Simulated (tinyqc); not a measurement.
Ion implantation: universal nuclear stopping, Lindhard-Scharff electronic stopping and a Gaussian range profile. Changing the mass of the ion at fixed atomic number. Computed by tinyqc, a small Python program. Command: `OMP_NUM_THREADS=1 python tinyqc.py 3000584 3000585 out.jsonl implant sweep`. One thread of a shared host (Intel(R) Xeon(R) Processor @ 2.30GHz), about 0.4 s of CPU time with the checks.

An ion slows by elastic collisions with screened nuclei and by friction with electrons; channelling is ignored and the target is uniform.

Inputs (values chosen for the exercise, modelled on germanium ions in copper):
```
quantity                               value    unit
ion atomic number Z1                      32       -
target atomic number Z2                   29       -
target mass M2                         63.55       u
target density N                        84.9  1/nm^3
ion energy E                              14     keV
scale factor of electronic stopping k    1.4       -
```

Method:
- Reduced energy eps = 32.53 M2 E/(Z1 Z2 (M1 + M2)(Z1^0.23 + Z2^0.23)), E in keV; s_n = ln(1 + 1.1383 eps)/(2 (eps + 0.01321 eps^0.21226 + 0.19593 eps^0.5)) for eps up to 30 and ln(eps)/(2 eps) above; S_n = 8.462 Z1 Z2 M1 s_n/((M1 + M2)(Z1^0.23 + Z2^0.23)) in 1e-15 eV cm^2.
- S_e = k 3.83 Z1^(7/6) Z2/(Z1^(2/3) + Z2^(2/3))^(3/2) sqrt(E/M1) in 1e-15 eV cm^2, E in keV.
- Path length R = int_0^E dE'/(N (S_n + S_e)); energy lost to nuclei nu = int_0^E S_n/(S_n + S_e) dE' (both with E' = E y^3 and 64 Gauss-Legendre points in y).
- Estimates of Lindhard type: R_p = R/(1 + M2/(3 M1)), straggle dR_p = (2/3) R_p sqrt(M1 M2)/(M1 + M2).

One run for each value:
```
ion mass M1 (u)  projected range R_p (nm)  path length R (nm)  straggle dR_p (nm)  energy lost to nuclei nu (keV)
37.0                               6.6662              10.483              2.1432                          11.052
46.6                               6.7590               9.831              2.2262                          11.546
58.7                               6.8370               9.304              2.2772                          11.941
74.0                               6.9275               8.911              2.3025                          12.255
93.2                               7.0528               8.656              2.3085                          12.502
117.0                              7.2293               8.538              2.3017                          12.692
148.0                              7.4831               8.554              2.2870                          12.847
```

What does the table show, and why?

Over the rows, projected range R_p (nm) rises from 6.67 to 7.48 (exponent d ln y / d ln x 0.060 between the first rows and 0.15 between the last); path length R (nm) goes from 10.5 through a minimum among these rows, 8.54 at 117, to 8.55; straggle dR_p (nm) goes from 2.14 through a maximum among these rows, 2.31 at 93.2, to 2.29. R_p/R goes from 0.64 to 0.87: a heavier ion is deflected less. The masses are formal and span far more than real isotopes.

Extremes, crossings and ranges named in words are read from the listed rows.
